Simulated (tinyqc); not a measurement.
A ladder of methods, and size consistency: correlation methods against full CI in the sto-6g basis, for H4, spin multiplicity 1. Computed by the program tinyqc with PySCF. All electrons correlated; +Q is the Davidson correction (1 - c0^2) E_corr. The last columns treat two copies 100 angstrom apart as one system. FCI is the lowest singlet.

Geometry (angstrom):
```
atom       x       y       z
H     0.0000  0.0000  0.0000
H     0.0000  0.0000  0.9890
H     0.0000  0.0000  2.1280
H     0.0000  0.0000  3.1160
```

RHF energy of one = -2.131238 hartree

Correlation energies (hartree):
```
method   E_corr of one  share of FCI (%)  E_corr of two at 100 angstrom  two minus twice one (mhartree)
MP2           -0.04046            60.797                       -0.08093                           0.000
CISD          -0.06502            97.699                       -0.12355                           6.493
CISD+Q        -0.06863           103.116                       -0.13528                           1.978
CCSD          -0.06647            99.869                       -0.13294                           0.000
CCSD(T)       -0.06655            99.987                       -0.13309                           0.000
FCI           -0.06656           100.000                              -                               -
```

What does the comparison show, and why?

MP2 recovers 61 %, CISD 97.7 % and CCSD 99.9 % of the FCI value (c0^2 = 0.945 in CISD). MP2 and coupled cluster are size consistent, so their last column vanishes; CISD loses 6.49 mhartree, since a double excitation on each copy is a quadruple of the pair, and the Davidson correction leaves +1.98.
